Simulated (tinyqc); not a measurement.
Transverse acoustic branch against its sound line: Keating valence-force model of a tetrahedral crystal. Computed by tinyqc, a small Python program. Command: `OMP_NUM_THREADS=1 python tinyqc.py 3020342 3020343 out.jsonl keating walk`. One thread of a shared host (Intel(R) Xeon(R) Processor @ 2.30GHz), about 0.04 s of CPU time with the checks.

Atom A sits at 0 and atom B at a/4 (1,1,1) of an fcc lattice; the four bonds from A are t = a/4 (1,1,1), a/4 (1,-1,-1), a/4 (-1,1,-1), a/4 (-1,-1,1), of length d = sqrt(3) a/4. Energy: E = (3 alpha/(8 d^2)) sum over bonds (r.r - d^2)^2 + (3 beta/(8 d^2)) sum over pairs of bonds at one atom (r_i.r_j + d^2/3)^2, with beta_A for the six pairs at A and beta_B for the six at B. The cell holds two atoms, Omega = a^3/4. 1 N/m = 1 J/m^2. With constants fitted to the elastic moduli this model puts optical and zone-boundary frequencies of real crystals too high, by up to about 20 % in elemental crystals and up to about 50 % in compounds, and mostly by more for TA modes; in compounds the lattice part of the static dielectric constant then comes out too low.

Inputs (values chosen for the exercise, modelled on gallium antimonide):
```
quantity                value      unit
lattice constant a      6.096  angstrom
mass M_A                69.72         u
mass M_B               121.76         u
bond stretching alpha    32.5       N/m
bond bending beta_A      7.39       N/m
bond bending beta_B      7.39       N/m
```

Structure: zinc blende.

Constants: nu for 1 eV/(angstrom^2 u) = 15.6333042 THz; 1 eV/angstrom^2 = 16.02176634 J/m^2; u = 1.6605390666e-27 kg.

Method:
- beta = (beta_A + beta_B)/2; C11 = (alpha + 3 beta)/a, C12 = (alpha - beta)/a, C44 = 4 alpha beta/(a (alpha + beta)); with the two sublattices clamped C44(0) = (alpha + beta)/a; internal-strain parameter zeta = (alpha - beta)/(alpha + beta); B = (C11 + 2 C12)/3.
- With displacements u exp(i q.r), each bracket changes by g.u, where g = (g_A, g_B): bond t, g = (-2 t, 2 t exp(i q.t)); pair (i, j) at A, g = (-(t_i + t_j), t_i exp(i q.t_j) + t_j exp(i q.t_i)); pair at B, g = (-t_i exp(-i q.t_j) - t_j exp(-i q.t_i), t_i + t_j). Then D_mn = sum over the 4 bonds and 12 pairs of (4 k/a^2) conj(g_m) g_n / sqrt(M_m M_n), with k = alpha or beta converted to eV/angstrom^2. Only the short-range forces enter; the Coulomb field of the charges is left out.
- An eigenvalue lambda of D in eV/(angstrom^2 u) gives nu = 15.6333042 THz x sqrt(lambda).
- The sound line is nu = v q/(2 pi) with v = sqrt(C44/rho), rho = (M_A + M_B)/Omega; the clamped line uses C44(0).

C44 = 39.5074 GPa

clamped C44(0) = 65.4364 GPa

Frequencies (THz) along G-X; columns: (1) q (2 pi/a); (2) lowest branch; (3) sound line, relaxed C44; (4) sound line, clamped C44(0); (5) third-lowest frequency; (6) highest frequency:
```
(1)      (2)     (3)     (4)     (5)     (6)
0.05  0.2174  0.2176  0.2800  0.3276  7.4065
0.15  0.6492  0.6527  0.8401  0.9786  7.3822
0.30  1.2768  1.3055  1.6801  1.9285  7.2992
0.45  1.8586  1.9582  2.5202  2.8208  7.1726
0.60  2.3649  2.6109  3.3602  3.6251  7.0219
0.75  2.7575  3.2637  4.2003  4.3003  6.8773
0.90  2.9906  3.9164  5.0403  4.7625  6.7791
1.00  3.0372  4.3516  5.6004  4.8676  6.7584
```

What does the comparison show, and why?

At small q the branch follows the relaxed line (0.999 of it, against 0.777 of the clamped one): in a long shear wave the sublattices shift against each other. At X it reaches 70 % of the relaxed line. Real tetrahedral semiconductors have flatter TA branches than a Keating model fitted to their elastic constants, which needs longer-ranged terms to mend.

Extremes, crossings and ranges named in words are read from the listed rows.
